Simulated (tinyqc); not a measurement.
## Admittance spectroscopy of a deep trap: admittance against frequency

Schottky contact on an n-type layer with shallow donors Nd (all ionised) and a donor-like deep trap, neutral when filled and positive when empty; depletion approximation. Traps within lam of the depletion edge stay filled. The traps at xt = W - lam, where the level crosses the Fermi level, follow a slow signal and not a fast one. w = 2 pi f.

Emission rate en = sn vth(T) Nc(T) exp(-Et/kB T) = sn g T^2 exp(-Et/kB T), g = vth Nc/(300 K)^2, as vth goes as T^0.5 and Nc as T^1.5 (degeneracy factor 1). lam = sqrt(2 eps0 eps_r (EF - ET)/(q Nd)), EF - ET = Et - (kB T/q) ln(Nc(T)/Nd), Nc(T) = Nc (T/300 K)^1.5. In the steady state at the band bending V, 2 eps0 eps_r V/q = Nd W^2 + Nt (W - lam)^2 (the second term only if W > lam). V = Vbi + Vr. C_HF = eps0 eps_r/W, C_LF = eps0 eps_r (Nd + Nt)/(Nd W + Nt xt). Inflection frequency w0 = 2 en [1 + Nt xt/(Nd W)]; C = C_HF + (C_LF - C_HF)/(1 + (w/w0)^2), G/w = (C_LF - C_HF)(w/w0)/(1 + (w/w0)^2).

Values chosen for this exercise; material values close to those of 4H silicon carbide:
- eps_r = 9.84 (relative permittivity)
- Nc = 1.69e19 cm^-3 (conduction-band density of states at 300 K)
- vth = 1.9e7 cm/s (thermal velocity at 300 K)
- Nd = 1.1e15 cm^-3 (shallow donor density)
- Vbi = 1.38 V (built-in voltage)
- Et = 0.13 eV (depth of the trap below the conduction edge)
- sn = 8.7e-15 cm^2 (capture cross-section)
- Nt = 9.7e14 cm^-3 (trap density)
- Vr = 0 V (reverse bias)
- T = 123 K (temperature)

Constants: q = 1.602176634e-19 C, kB = 1.380649e-23 J/K, eps0 = 8.8541878128e-14 F/cm where lengths are in cm. Results are converted to the units shown.

Results:
```
f (Hz)	C (nF/cm^2)	G/w (nF/cm^2)
47000	10.30	0.04119
1e5	10.30	0.08717
2.1e5	10.27	0.1788
4.6e5	10.17	0.3514
9.8e5	9.884	0.5131
2.1e6	9.514	0.4489
4.5e6	9.328	0.2588
9.7e6	9.275	0.1266
4.5e7	9.261	0.02767
```

Estimate the missing row, f = 2.1e7 Hz.

Computed row:
```
f (Hz)	C (nF/cm^2)	G/w (nF/cm^2)
2.1e7	9.263	0.05915
```

With this row back in the table: C falls from 10.3 to 9.26 nF/cm^2, between C_LF = 10.3 and C_HF = 9.26, and G/w goes from 0.0412 through a maximum of 0.513 (at f = 9.8e5 Hz among the rows listed) to 0.0277 nF/cm^2. The exact peak is half of the step, 0.523 nF/cm^2, at 1.19e6 Hz.

tinyqc, about 0.01 s, one thread, Intel Xeon 2.30GHz (shared host): `OMP_NUM_THREADS=1 python tinyqc.py 2050082 2050083 out.jsonl`
